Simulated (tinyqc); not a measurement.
# Planar ballistic transistor, top-of-the-barrier model: effect of the drain control CD/CS

At the top of the source barrier, states moving towards the drain are filled by the source (Fermi level 0) and states moving back by the drain (Fermi level -q Vd); nothing scatters. U is the shift of the band edge there, set by the capacitances CG, CD and CS (the total) and by the charge. Parabolic two-dimensional band; the source is grounded.

N0 = gv m kB T/(pi hbar^2), CG = eps0 eox/tox, vT = sqrt(2 kB T/(pi m)), CS = CG/aG, n0 = n at U = 0 and Vd = 0. eta1 = -(E0 + U)/Vt, eta2 = eta1 - Vd/Vt, n = (N0/2)[F_0(eta1) + F_0(eta2)], F_0(x) = ln(1 + exp x). U = UL + q (n - n0)/CS with UL = -(aG Vg + aD Vd), energies in eV. I = q (N0/2) vT [F_(1/2)(eta1) - F_(1/2)(eta2)] per width, F_(1/2)(x) = (2/sqrt(pi)) int_0^infinity u^(1/2)/(1 + exp(u - x)) du. CQ = (q/Vt) dn/d(eta1). E0 is held fixed.

Inputs (values chosen for the exercise); mass and valleys close to those of gallium arsenide: temperature T = 350 K; effective mass m = 0.0644 m0; valley degeneracy gv = 1; relative permittivity of the gate insulator eox = 3.9; insulator thickness tox = 3.2 nm; gate control CG/CS aG = 0.89; band edge at the barrier top above the source Fermi level at zero bias E0 = 0.22 eV; gate voltage Vg = 0.6 V; drain voltage Vd = 0.6 V.

Constants: q = 1.602176634e-19 C, kB = 1.380649e-23 J/K, hbar = 1.054571817e-34 J s, m0 = 9.1093837015e-31 kg, Vt = kB T/q, eps0 = 8.8541878128e-14 F/cm where lengths are in cm. Results are converted to the units shown.

Result of one run:
```
eta1	n (cm^-2)	I (uA/um)	mean velocity I/(q n) (cm/s)	CQ/CS
4.0389	1.6456e12	981.91	3.7242e7	1.7467
```

Which drain control CD/CS aD gave this result: 0.014, 0.042, 0.057 or 0.099?

aD = 0.042.

The whole series:
```
aD	eta1	n (cm^-2)	I (uA/um)	mean velocity I/(q n) (cm/s)	CQ/CS
0	3.7342	1.5245e12	884.36	3.6207e7	1.7359
0.014	3.8359	1.5648e12	916.44	3.6553e7	1.7399
0.028	3.9375	1.6052e12	948.96	3.6898e7	1.7434
0.042	4.0389	1.6456e12	981.91	3.7242e7	1.7467
0.057	4.1475	1.6890e12	1017.7	3.7609e7	1.7498
0.071	4.2487	1.7294e12	1051.5	3.7950e7	1.7524
0.085	4.3499	1.7699e12	1085.8	3.8290e7	1.7548
0.099	4.4510	1.8104e12	1120.5	3.8629e7	1.7569
```

As aD goes from 0 to 0.099, n rises from 1.52e12 to 1.81e12 cm^-2, the mean velocity rises from 3.62e7 to 3.86e7 cm/s and the current rises from 884 to 1120 uA/um. CQ/CS goes from 1.7 to 1.8.

Program tinyqc, `OMP_NUM_THREADS=1 python tinyqc.py 2400091 2400092 out.jsonl`; Intel Xeon 2.30GHz, shared host, one thread, about 0.01 s.
